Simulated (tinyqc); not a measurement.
# Undoped symmetric double-gate MOSFET, analytic potential model: what changes with what

An undoped body of thickness ts between two equal insulators and tied gates; long channel, electrons only, n = ni exp((psi - V)/Vt) with V the quasi-Fermi potential (0 at the source, Vd at the drain), constant mobility, no quantisation. Across the body psi(x) = V - 2 Vt ln[(ts/(2 beta)) sqrt(q ni/(2 eps0 eps_r Vt)) cos(2 beta x/ts)], x from the centre. Q is the electron charge per area of the whole body.

Inputs (values chosen for the exercise); material values close to those of In0.53Ga0.47As: temperature T = 325 K; band gap Eg = 0.753 eV; relative permittivity of the semiconductor eps_r = 13.8; conduction-band density of states at T Nc = 2.36e17 cm^-3; valence-band density of states at T Nv = 8.73e18 cm^-3; relative permittivity of the gate insulator eox = 9.4; insulator thickness tox = 4.2 nm; body thickness ts = 8 nm; gate work function less that of the intrinsic body dphi = 0.02 V; channel mobility mu = 720 cm^2/(V s); gate length L = 2 um; drain voltage Vd = 0.8 V.

Constants: q = 1.602176634e-19 C, kB = 1.380649e-23 J/K, Vt = kB T/q, eps0 = 8.8541878128e-14 F/cm where lengths are in cm. Results are converted to the units shown.

Each table varies one quantity; the others keep the values above.

## Effect of the body thickness

ni = sqrt(Nc Nv) exp(-Eg/(2 Vt)), Eg in volts; r = eps_r tox/(eox ts); V0 = dphi + 2 Vt ln[(2/ts) sqrt(2 eps0 eps_r Vt/(q ni))]. beta (between 0 and pi/2) solves (Vg - V0 - V)/(2 Vt) = ln(beta) - ln(cos beta) + 2 r beta tan(beta). Q = 8 eps0 eps_r Vt beta tan(beta)/ts; I = mu (1/L)(4 eps0 eps_r/ts)(2 Vt)^2 [g(beta_s) - g(beta_d)] per width, g = beta tan(beta) - beta^2/2 + r beta^2 tan^2(beta), with beta_s at V = 0 and beta_d at V = Vd.  I(low) is taken at Vg = 0.16 V, Qs and I(high) at Vg = 0.91 V.

Effect of the body thickness:

| ts (nm) | V0 (V) | I(low) (nA/um) | Qs(high) (nC/cm^2) | I(high) (uA/um) |
|---|---|---|---|---|
| 2.7 | 0.47472 | 0.13464 | 1587.5 | 136.22 |
| 3.7 | 0.45707 | 0.18450 | 1598.5 | 139.26 |
| 5.2 | 0.43801 | 0.25928 | 1607.0 | 142.09 |
| 7.3 | 0.41901 | 0.36397 | 1612.7 | 144.43 |
| 10 | 0.40138 | 0.49854 | 1616.0 | 146.19 |
| 14 | 0.38253 | 0.69786 | 1618.2 | 147.68 |
| 20 | 0.36256 | 0.99668 | 1619.5 | 148.88 |

As ts goes from 2.7 to 20 nm, I(low) rises from 0.135 to 0.997 nA/um and I(high) rises from 136 to 149 uA/um. On average I(low) goes as ts^(1.00) and I(high) goes as ts^(0.04). Below threshold the charge is proportional to the cross-section of the body; above it the insulator sets the charge. In every row the surface density at the source at the higher gate voltage passes 0.3 Nc, where Boltzmann statistics fail. For ts = 2.7 to 5.2 nm the body is thin enough for quantum confinement, left out here, to raise the threshold.

## Effect of the insulator thickness

Same model as above.

The same in every row: V0 (V) = 0.4139.

Results:

| tox (nm) | I(low) (nA/um) | Qs(high) (nC/cm^2) | I(high) (uA/um) |
|---|---|---|---|
| 1.4 | 0.3989 | 4221 | 347.6 |
| 2.9 | 0.3989 | 2237 | 195.6 |
| 4.2 | 0.3989 | 1614 | 145.0 |
| 6.1 | 0.3988 | 1158 | 106.7 |
| 8.7 | 0.3988 | 842.3 | 79.27 |
| 13 | 0.3987 | 585.6 | 56.37 |

Estimate the missing row, tox = 2 nm.

Computed row:

| tox (nm) | I(low) (nA/um) | Qs(high) (nC/cm^2) | I(high) (uA/um) |
|---|---|---|---|
| 2 | 0.3989 | 3097 | 262.9 |

With this row back in the table: As tox goes from 1.4 to 13 nm, I(low) stays near 0.399 nA/um and I(high) falls from 348 to 56.4 uA/um. On average I(low) is independent of tox and I(high) goes as tox^(-0.82). Below threshold no voltage drops over the insulator in this long-channel model, so its thickness does not matter there. In every row the surface density at the source at the higher gate voltage passes 0.3 Nc, where Boltzmann statistics fail.

tinyqc, about 0.01 s, one thread, Intel Xeon 2.30GHz (shared host): `OMP_NUM_THREADS=1 python tinyqc.py 2440007 2440008 out.jsonl`
